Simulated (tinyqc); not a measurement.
What moves the results: metal-induced gap states at the contact of a metal chain and a two-band chain. A value that a table varies takes the place of the one given here.

The semiconductor alternates sites A at -Eg/2 and C at +Eg/2 with hopping -t; the gap runs from -Eg/2 to Eg/2. In the gap cosh(q a) = 1 + (Eg^2/4 - E^2)/(2 t^2) and the amplitude changes by -exp(-q a) a period. The metal has site energy 0 and hopping -tm; its end site has g_m = (E - i sqrt(4 tm^2 - E^2))/(2 tm^2). Sites 1, 2, ... count into the semiconductor, with energies e1, e2 alternating. The clean half chain has g1 = 1/(E - e1 - t^2 g2), g2 = 1/(E - e2 - t^2 g1), decaying root. With the contact G11 = 1/(1/g1 - tc^2 g_m), and the density on site j is -Im G_jj/pi = |psi_j/psi_1|^2 (-Im G11/pi), per spin, with psi_2/psi_1 = -t g2, psi_3/psi_2 = -t g1.

Constants: e^2/(4 pi eps0) = 14.39964547 eV angstrom.

Parameters, chosen for this exercise (gap and optical dielectric constant near those of GaAs; the chain itself is a model; not measured data): Eg = 1.36 eV (gap); t = 2.27 eV (hopping in the semiconductor); tm = 1.99 eV (hopping in the metal); tc = 1.48 eV (hopping across the contact); end = C (site that touches the metal); a = 4 angstrom (period (two sites); one chain for each area a^2); eps = 11.1 (dielectric constant); E = 0.54 eV (energy from mid-gap).

## Across the gap

E = f Eg. Share on C: the part of the summed density that lies on C sites, whose orbitals make the conduction edge.

Gap states:

| f | E (eV) | xi = 1/(2q) (angstrom) | D1 (1/eV) | D2 (1/eV) | sum (1/eV) | share on C |
|---|---|---|---|---|---|---|
| -0.48 | -0.653 | 23.85 | 0.0013 | 0.0577 | 0.3821 | 0.022 |
| -0.40 | -0.544 | 11.14 | 0.0064 | 0.0479 | 0.1800 | 0.117 |
| -0.30 | -0.408 | 8.37 | 0.0133 | 0.0418 | 0.1450 | 0.241 |
| -0.15 | -0.204 | 7.02 | 0.0259 | 0.0361 | 0.1427 | 0.417 |
| 0.00 | 0.000 | 6.70 | 0.0430 | 0.0319 | 0.1665 | 0.574 |
| 0.15 | 0.204 | 7.02 | 0.0684 | 0.0277 | 0.2212 | 0.712 |
| 0.30 | 0.408 | 8.37 | 0.1111 | 0.0219 | 0.3499 | 0.836 |
| 0.40 | 0.544 | 11.14 | 0.1618 | 0.0150 | 0.5861 | 0.915 |
| 0.48 | 0.653 | 23.85 | 0.2387 | 0.0045 | 1.5749 | 0.982 |

How do the results move?

The decay length xi of the density is shortest at mid-gap, 6.70 angstrom, and grows to 23.9 near the edges. The summed density is least at f = -0.15 (0.1427) and largest at f = 0.48 (1.5749 1/eV). The share on C goes from 0.02 to 0.98 and passes one half near f = -0.071, a point that depends on which site ends the chain. The states turn from valence-like to conduction-like across the gap; the branch point, where the decay is fastest, lies at mid-gap in this symmetric chain and is the usual estimate of the neutrality level.

## Wider gaps pin less

E = 0; Eg is varied and eps follows 1 + (eps0 - 1)(Eg0/Eg), with the given Eg and eps as Eg0 and eps0. xi = 1/(2q), N = 2 (summed density)/a^2, S = 1/(1 + 4 pi e^2 N xi/eps).

Against the gap:

| Eg (eV) | eps | xi (angstrom) | summed density (1/eV) | S | S at fixed eps |
|---|---|---|---|---|---|
| 0.50 | 28.47 | 18.17 | 0.4827 | 0.126 | 0.053 |
| 0.75 | 19.31 | 12.12 | 0.3160 | 0.182 | 0.114 |
| 1.10 | 13.49 | 8.27 | 0.2099 | 0.256 | 0.220 |
| 1.50 | 10.16 | 6.08 | 0.1493 | 0.331 | 0.351 |
| 2.30 | 6.97 | 3.99 | 0.0914 | 0.458 | 0.574 |
| 3.40 | 5.04 | 2.73 | 0.0566 | 0.591 | 0.761 |
| 5.50 | 3.50 | 1.74 | 0.0294 | 0.751 | 0.905 |
| 9.00 | 2.53 | 1.14 | 0.0137 | 0.877 | 0.969 |

What does this show, and why?

From Eg = 0.5 to 9 eV xi falls by a factor 15.9 and the summed density by 35.1, so at fixed eps S rises from 0.05 to 0.97. The weaker screening of wide-gap solids works against this: with it S goes from 0.13 to 0.88.

## Weakening the contact bond

At the given E, tc is varied, as by a thin spacer. xi = 1/(2q), N = 2 (summed density)/a^2, S = 1/(1 + 4 pi e^2 N xi/eps) with xi and eps kept.

Against tc:

| tc (eV) | D1 (1/eV) | summed density (1/eV) | S |
|---|---|---|---|
| 0.10 | 0.00223 | 0.00802 | 0.8477 |
| 0.25 | 0.01381 | 0.04962 | 0.4734 |
| 0.50 | 0.05257 | 0.18893 | 0.1910 |
| 0.80 | 0.11446 | 0.41138 | 0.0978 |
| 1.20 | 0.16321 | 0.58662 | 0.0707 |
| 1.80 | 0.13758 | 0.49448 | 0.0828 |
| 2.50 | 0.08772 | 0.31529 | 0.1240 |
| 3.50 | 0.04852 | 0.17440 | 0.2037 |

How do the results move?

For a weak bond the density goes as tc^2 (ratio 6.19 between 0.25 and 0.1 eV, against 6.25). It is largest at tc = 1.2 eV among these rows and falls beyond, as the first site pairs off with the metal. S is 0.848 at 0.1 eV and has its least value, 0.071, in that row.

## What each parameter does

xi = 1/(2q), summed density, and S = 1/(1 + 4 pi e^2 N xi/eps), N = 2 (summed density)/a^2. Each row changes one parameter from the base and keeps the others.

Results:

| case | xi (angstrom) | summed density (1/eV) | S |
|---|---|---|---|
| base | 11.000 | 0.57434 | 0.0721 |
| Eg = 1.496 eV | 8.790 | 0.41835 | 0.1177 |
| t = 2.497 eV | 12.098 | 0.58061 | 0.0653 |
| tm = 2.189 eV | 11.000 | 0.59220 | 0.0701 |
| tc = 1.628 eV | 11.000 | 0.54159 | 0.0761 |
| eps = 12.21 | 11.000 | 0.57434 | 0.0787 |
| end = A | 11.000 | 0.17800 | 0.2004 |

How do the results move?

The largest shifts from the base row, up to three for each result and ties (the steps differ in size, so this ranks the rows, not the parameters). xi (angstrom): Eg -2.210, t +1.097; unchanged at the printed digits by tm, tc, eps and end. summed density (1/eV): end -0.39634, Eg -0.15599, tc -0.03274; unchanged at the printed digits by eps. S: end +0.1283, Eg +0.0457, t -0.0068. The decay length belongs to the semiconductor alone; the metal and the contact set only the amplitude.

Computed by tinyqc, a small Python program: `OMP_NUM_THREADS=1 python tinyqc.py 1451147 1451148 out.jsonl` (the numbers bound the seed that draws the inputs); one thread of a shared host (Intel(R) Xeon(R) Processor @ 2.30GHz), about 0.01 s for the whole set of steps.
